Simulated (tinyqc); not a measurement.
From results back to parameters: Koster-Slater impurity in an sp3s* host.

Problem. In the Koster-Slater model a defect shifts the s level of its site by Vs and the p levels by Vp; an A1 level solves 1/Vs = G_s(E) and a T2 level 1/Vp = G_p(E), E from the top of the valence band. A defect has an A1 level at E = 0.6075 eV, one of the energies of the table, and a T2 level at 0.6075 eV.

G(E) of the host (1/eV):

| E (eV) | G_s | G_p |
|---|---|---|
| 0.0000 | -0.0674536 | 0.1050319 |
| 0.1519 | -0.0801373 | 0.0657703 |
| 0.3038 | -0.0946493 | 0.0374342 |
| 0.4556 | -0.1116961 | 0.0123490 |
| 0.6075 | -0.1323638 | -0.0122620 |
| 0.7594 | -0.1584922 | -0.0385824 |
| 0.9113 | -0.1936407 | -0.0696765 |
| 1.0632 | -0.2464864 | -0.1125159 |
| 1.2150 | -0.3580117 | -0.2038123 |

Find: Vs, Vp.

Solution. Read G_s and G_p at the two energies and invert them. Vs is attractive and pulls its level down from the conduction bands. Vp is attractive and pulls its level down from the conduction bands.

Vs, Vp (eV): -7.6  -81.6

Computed by tinyqc, a small Python program: `OMP_NUM_THREADS=1 python tinyqc.py 1451463 1451464 out.jsonl` (the numbers bound the seed that draws the inputs); one thread of a shared host (Intel(R) Xeon(R) Processor @ 2.30GHz), about 0.03 s for the whole set of steps.
